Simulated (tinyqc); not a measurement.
## Carrier lifetime of an n-type layer with SRH, radiative, Auger and surface recombination: lifetime against injection

Uniform excess density dn = dp (no trapping), n = n0 + dn, p = p0 + dn, Boltzmann statistics, full ionisation. Surfaces enter as a rate 2 S dn/d, which holds while diffusion to them is fast.

ni = sqrt(Nc Nv) exp(-Eg/(2 Vt)), Eg in volts; majority density N/2 + sqrt(N^2/4 + ni^2), n0 p0 = ni^2; n1 = Nc exp(-Et/Vt), p1 = Nv exp((Et - Eg)/Vt); tn0 = 1/(sn vth Nt), tp0 = 1/(sp vth Nt). With e = n p - ni^2 = dn (n0 + p0 + dn): U_SRH = e/(tp0 (n + n1) + tn0 (p + p1)), U_rad = B e, U_Aug = (Cn n + Cp p) e, U_s = 2 S dn/d. Each tau is dn over its rate; tau = dn/U with U the sum.

Inputs (values chosen for the exercise); band and dielectric values close to those of silicon:
- T = 300 K (temperature)
- Eg = 1.1 eV (band gap)
- Nc = 2.85e19 cm^-3 (conduction-band density of states at T)
- Nv = 2.62e19 cm^-3 (valence-band density of states at T)
- B = 4.73e-15 cm^3/s (radiative coefficient)
- N = 1.3e15 cm^-3 (donor density)
- Cn = 4.5e-31 cm^6/s (Auger coefficient (two electrons))
- Cp = 1.8e-31 cm^6/s (Auger coefficient (two holes))
- Nt = 2.5e10 cm^-3 (trap density)
- sn = 1e-15 cm^2 (capture cross-section for electrons)
- sp = 3e-17 cm^2 (capture cross-section for holes)
- vth = 2.1e7 cm/s (thermal velocity (both carriers))
- Et = 0.76 eV (trap level below the conduction band)
- S = 1000 cm/s (surface recombination velocity (both faces))
- d = 300 um (sample thickness)

Constants: q = 1.602176634e-19 C, kB = 1.380649e-23 J/K, Vt = kB T/q. Results are converted to the units shown.

The same in every row: tau_s (s) = 1.500e-5.

Results:
```
dn (cm^-3),tau_SRH (s),tau_rad (s),tau_Aug (s),tau (s),radiative share (%),largest path
1e11,0.06357,0.1626,1.315,1.499e-5,0.009221,surface
1e12,0.06357,0.1625,1.313,1.499e-5,0.009227,surface
1e14,0.06370,0.1510,1.102,1.499e-5,0.009930,surface
1e15,0.06436,0.09192,0.3578,1.499e-5,0.01631,surface
1e16,0.06519,0.01871,0.01285,1.497e-5,0.08000,surface
1e17,0.06537,0.002087,1.553e-4,1.359e-5,0.6510,surface
1e18,0.06539,2.111e-4,1.584e-6,1.423e-6,0.6739,Auger
1e19,0.06540,2.114e-5,1.587e-8,1.584e-8,0.07494,Auger
```

Estimate the missing row, dn = 1e13 cm^-3.

Computed row:
```
dn (cm^-3),tau_SRH (s),tau_rad (s),tau_Aug (s),tau (s),radiative share (%),largest path
1e13,0.06358,0.1614,1.291,1.499e-5,0.009291,surface
```

With this row back in the table: Surface recombination leads at dn = 1e11, Auger from 1e18 on. The total lifetime falls from 1.50e-5 to 1.58e-8 s. tau_SRH goes from 0.0636 s (low-injection limit 0.0636 s) to 0.0654 s (high-injection limit tn0 + tp0 = 0.0654 s). Between the last two rows tau_rad goes as dn^(-1.00) and tau_Aug as dn^(-2.00); the radiative share goes from 0.00922 through a maximum of 0.674 (at dn = 1e18 among the rows listed) to 0.0749 %. For dn = 1e19 the carriers are degenerate, where B and the Auger coefficients no longer stay constant.

Range of the model: S d exceeds 2.5 cm^2/s, comparable with a diffusion coefficient, so 2 S/d overstates the surface loss.

tinyqc, about 0.01 s, one thread, Intel Xeon 2.30GHz (shared host): `OMP_NUM_THREADS=1 python tinyqc.py 2300054 2300055 out.jsonl`
